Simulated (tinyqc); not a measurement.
# AlGaN/GaN HEMT with access regions, lumped model: effects of single changes

A polarisation-induced electron sheet under a Schottky gate, in series with two ungated access regions and contacts. Drift law v = mu E/(1 + mu E/vs) under the gate. Currents in mA/mm, resistances in ohm mm. No self-heating, no channel-length modulation; fits for polarisation, barrier and offset are chosen for the exercise.

Inputs (values chosen for the exercise); values close to those of AlGaN/GaN structures: aluminium share of the barrier x = 0.21; barrier thickness d = 20 nm; relative permittivity of barrier and channel eps_r = 9; channel mobility mu = 1700 cm^2/(V s); saturation velocity vs = 1.1e7 cm/s; gate length Lg = 0.25 um; source access length Ls = 1 um; drain access length Ld = 1.5 um; resistance of each contact Rc = 0.36 ohm mm; share of the drain-access electrons removed by traps ft = 0.4; gate voltage Vg = -0.5 V.

Constants: q = 1.602176634e-19 C, eps0 = 8.8541878128e-14 F/cm where lengths are in cm. Results are converted to the units shown.

Each table varies one quantity; the others keep the values above.

## Output curve without and with trapping

sigma = (5e13 x + 1.6e13 x^2) cm^-2, phiB = 0.84 + 1.3 x, dEc = 0.7 (1.71 x + x^2) in volts, Cb = eps0 eps_r/d, VT = phiB - dEc - q sigma/Cb, access density n0 = -Cb VT/q. Access resistance R(L, n) = L/(q mu n sqrt(1 - (I/(q n vs))^2)); Rs = Rc + R(Ls, n0), Rd = Rc + R(Ld, (1 - ft) n0). Vg' = Vg - I Rs, Vd' = Vd - I (Rs + Rd); with u = Vg' - VT, Vc = vs Lg/mu and w the smaller of Vd' and Vc [sqrt(1 + 2 u/Vc) - 1] (0 if negative), the channel gives (mu Cb/Lg)(u w - w^2/2)/(1 + w/Vc). I equals that channel current. The two columns take ft = 0 and ft = 0.4; collapse = 1 - (second)/(first).

Output curve without and with trapping:

| Vd (V) | I, ft = 0 (mA/mm) | I, ft = 0.4 (mA/mm) | collapse (%) |
|---|---|---|---|
| 0.25 | 134.3 | 110.4 | 17.77 |
| 0.5 | 263.8 | 217.0 | 17.74 |
| 1 | 498.0 | 409.8 | 17.72 |
| 2 | 770.7 | 676.8 | 12.19 |
| 3 | 779.4 | 779.4 | 0.00 |
| 4 | 779.4 | 779.4 | 0.00 |
| 6 | 779.4 | 779.4 | 0.00 |
| 8 | 779.4 | 779.4 | 0.00 |
| 12 | 779.4 | 779.4 | 0.00 |

Without trapping the current rises from 134 to 779 mA/mm and first comes within 2 % of its last value at Vd = 2 V among the rows; with trapping that knee lies at 3 V. The collapse is 18 % in the first row, at most 18 % and 0 % in the last: once the gated channel saturates, the drain access only takes spare voltage. For Vd = 8 to 12 V the power passes 5 W/mm, where self-heating, left out here, lowers the current.

## Effect of the gate length

Same model as above.

Isat is I at Vd = 10 V, gm = dIsat/dVg, Ron the limit of Vd/I at small Vd.

The same in every row: VT (V) = -3.675; n0 (cm^-2) = 9.140e12.

Effect of the gate length:

| Lg (um) | Ron (ohm mm) | Isat (mA/mm) | gm (mS/mm) |
|---|---|---|---|
| 0.05 | 2.149 | 899.2 | 281.9 |
| 0.09 | 2.168 | 864.7 | 278.7 |
| 0.16 | 2.200 | 821.1 | 273.8 |
| 0.29 | 2.261 | 763.9 | 266.0 |
| 0.52 | 2.368 | 694.2 | 254.3 |
| 0.93 | 2.558 | 611.1 | 237.6 |
| 1.7 | 2.916 | 512.6 | 213.8 |
| 3 | 3.521 | 413.0 | 185.1 |

As Lg goes from 0.05 to 3 um, Ron rises from 2.15 to 3.52 ohm mm, Isat falls from 899 to 413 mA/mm and gm falls from 282 to 185 mS/mm. The ceiling Cb vs is 438 mS/mm. For Lg = 0.05 to 1.7 um the power passes 5 W/mm, where self-heating, left out here, lowers the current.

## Effect of the barrier thickness

Same model as above.

Result of one run:

| d (nm) | VT (V) | n0 (cm^-2) | Ron (ohm mm) | Isat (mA/mm) | gm (mS/mm) |
|---|---|---|---|---|---|
| 8 | -0.9716 | 6.041e12 | 3.160 | 141.6 | 381.8 |

What becomes of these results when the barrier thickness d is changed from 8 to 27 nm, all else the same?

Result of the changed run:

| d (nm) | VT (V) | n0 (cm^-2) | Ron (ohm mm) | Isat (mA/mm) | gm (mS/mm) |
|---|---|---|---|---|---|
| 27 | -5.252 | 9.675e12 | 2.153 | 966.7 | 216.1 |

The whole series:

| d (nm) | VT (V) | n0 (cm^-2) | Ron (ohm mm) | Isat (mA/mm) | gm (mS/mm) |
|---|---|---|---|---|---|
| 8 | -0.9716 | 6.041e12 | 3.160 | 141.6 | 381.8 |
| 11 | -1.648 | 7.449e12 | 2.622 | 359.8 | 370.3 |
| 14 | -2.323 | 8.254e12 | 2.418 | 533.2 | 333.2 |
| 18 | -3.225 | 8.910e12 | 2.284 | 708.9 | 287.6 |
| 22 | -4.126 | 9.327e12 | 2.210 | 841.2 | 251.1 |
| 27 | -5.252 | 9.675e12 | 2.153 | 966.7 | 216.1 |
| 33 | -6.604 | 9.953e12 | 2.111 | 1045 | 1.703 |

As d goes from 8 to 33 nm, Ron falls from 3.16 to 2.11 ohm mm, Isat rises from 142 to 1050 mA/mm and gm falls from 382 to 1.70 mS/mm. VT falls from -0.972 to -6.60 V. For d = 14 to 33 nm the power passes 5 W/mm, where self-heating, left out here, lowers the current. At d = 33 nm the gated channel is not yet saturated at 10 V, because the access regions take the voltage, and gm drops.

Computed by the program tinyqc: `OMP_NUM_THREADS=1 python tinyqc.py 2570074 2570075 out.jsonl`, one thread of a shared Intel Xeon 2.30GHz, about 0.04 s for the whole run.
